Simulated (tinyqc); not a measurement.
Inside a calculation. Model: Froehlich polaron in a polar crystal. Computed by tinyqc, a small Python program that keeps every step. Command: `OMP_NUM_THREADS=1 python tinyqc.py 3008913 3008914 out.jsonl frohlich walk`. One thread of a shared host (Intel(R) Xeon(R) Processor @ 2.30GHz), about 0.05 s of CPU time with the checks. Intermediate numbers are printed to about 6 digits and carried at full precision; extremes and crossings named in words are read from the listed rows.

One electron in a parabolic band of mass m*, coupled to dispersionless LO phonons in the continuum model. Energies are in units of hbar omega unless marked, wave numbers in k_0 = sqrt(2 m* omega/hbar).

Inputs (values chosen for the exercise, for a model crystal):
```
quantity                          value  unit
band mass m*                       1.77   m_0
LO phonon energy hbar omega        31.2   meV
eps_inf                            9.04     -
static dielectric constant eps_s   52.6     -
temperature T                       100     K
electron wave number k/k_0         0.68     -
trial v                               6     -
trial w                             2.6     -
```

Constants: hbar^2/(2 m_0) = 3.80998212 eV angstrom^2; e^2/(4 pi eps_0) = 14.39964548 eV angstrom; k_B = 8.617333262e-05 eV/K; hbar = 6.582119569e-16 eV s; e = 1.602176634e-19 C; m_0 = 9.1093837015e-31 kg.

## Coupling constant and length scale

1/eps* = 1/eps_inf - 1/eps_s; k_0 = sqrt(2 m* omega/hbar) = sqrt(m* hbar omega / (hbar^2/(2 m_0))) with m* in m_0; alpha = (e^2/(4 pi eps_0)) k_0/(2 eps* hbar omega); polaron length 1/k_0.

eps* = 10.9161

k_0 = 0.120393 1/angstrom

coupling constant alpha = 2.54509

polaron length 1/k_0 = 8.30611 angstrom

Intermediate coupling.

## Second-order perturbation theory

At T = 0 and k < k_0: E(k) = (k/k_0)^2 - alpha arcsin(k/k_0)/(k/k_0); so E(0) = -alpha, 1/m_p = (1 - alpha/6)/m*, and the mean number of phonons in the cloud at k = 0 is alpha/2. The Lee-Low-Pines variational state gives the same E(0) and m_p = m* (1 + alpha/6).

energy shift at k = 0 = -79.4068 meV

E(k) = -2.33631 hbar omega

m*/m_p, second order = 0.575818

m_p/m*, Lee-Low-Pines = 1.42418

phonons in the cloud = 1.27255

## Strong-coupling trial states

Landau-Pekar: the lattice follows the mean electron density. A Gaussian state exp(-b^2 r^2/2) gives E(b) = (3/2) b^2 - alpha b sqrt(2/pi) (b in k_0), minimised at b = alpha sqrt(2/pi)/3 to E = -alpha^2/(3 pi); a state exp(-b r) gives E(b) = b^2 - (5/8) alpha b, minimised at b = 5 alpha/16 to E = -25 alpha^2/256.

best b, Gaussian = 0.676896 k_0

E, Gaussian = -0.687283 hbar omega

best b, exponential = 0.795341 k_0

E, exponential = -0.632567 hbar omega

The Gaussian bound lies below -alpha only for alpha > 3 pi = 9.42; here it lies above, so the self-trapped state is the poorer bound.

## Feynman's energy at a trial point

Feynman's bound: E(v, w) = 3 (v - w)^2/(4 v) - (alpha v/sqrt(pi)) int_0^infinity e^-u D(u)^(-1/2) du, D = w^2 u + ((v^2 - w^2)/v)(1 - e^(-v u)); integrals by 80 Gauss-Legendre points in s from 0 to 1 with u = 40 s^2.

first term = 1.445 hbar omega

E(v, w) = -2.00271 hbar omega

## Feynman's variational polaron

Minimise over v > w > 0 (simplex search); mass m_p/m* = 1 + (alpha v^3/(3 sqrt(pi))) int u^2 e^-u D^(-3/2) du.

best v = 3.33

best w = 2.64

E, Feynman = -2.63802 hbar omega

polaron energy, Feynman = -82.3062 meV

m_p/m*, Feynman = 1.676

The bound lies 3.7 % below -alpha, and the mass is 1.18 times the Lee-Low-Pines value.

## Mobility at low temperature

Scattering by absorption of an LO phonon: 1/tau = 2 alpha omega n, n = 1/(exp(hbar omega/(k_B T)) - 1); mu = e tau/m*, the weak-coupling result for k_B T well below hbar omega.

phonon occupation n = 0.0275025

lifetime tau = 150.697 fs

mobility = 149.746 cm^2/(V s)

Caution: this mobility formula holds for weak coupling and k_B T well below hbar omega, and it leaves out all other scattering.

## All approximations against the coupling

Other columns: second order -alpha; Landau-Pekar Gaussian -alpha^2/(3 pi); Lee-Low-Pines mass 1 + alpha/6. The polaron energy in meV uses the given hbar omega.

Energies (hbar omega) and masses (m*):
```
alpha  second order    Gaussian    Feynman  Feynman (meV)  mass, LLP  mass, Feynman     v     w
0.64          -0.64  -0.0434599  -0.645231       -20.1312    1.10667          1.118  3.07  2.92
1.3            -1.3   -0.179315   -1.32241       -41.2591    1.21667          1.268  3.15  2.83
2.5            -2.5   -0.663146   -2.58939       -80.7889    1.41667          1.657  3.33  2.65
3.7            -3.7    -1.45255   -3.91404       -122.118    1.61667           2.33  3.58  2.43
4.1            -4.1    -1.78360   -4.37180       -136.400    1.68333          2.673  3.69  2.35
6.7            -6.7    -4.76298   -7.67517       -239.465    2.11667          11.36   5.4  1.68
9.7            -9.7    -9.98326   -12.8665       -401.434    2.61667          94.97  11.7  1.23
13              -13    -17.9315   -20.7907       -648.669    3.16667          412.8  22.2  1.11
```

All three energies are upper bounds (-alpha through the Lee-Low-Pines state), and the Feynman value is the lowest in every row. It lies within 5 % of -alpha up to alpha = 2.5; at alpha = 13 it is 1.16 times the Gaussian value, whose alpha^2 law it approaches with a constant shift of about -3 ln 2 - 3/4 = -2.83 (here -2.86). The mass stays within 10 % of 1 + alpha/6 up to alpha = 1.3 and reaches 413 m* in the last row; w falls from 2.92 towards 1 while v grows to 22.2.

Checks made by the program: second-order shift against the integral -(2 alpha/pi) int dq/(1 + q^2) (relative difference below 1e-10); v = w reduces the bound to -alpha (relative difference 1e-10).
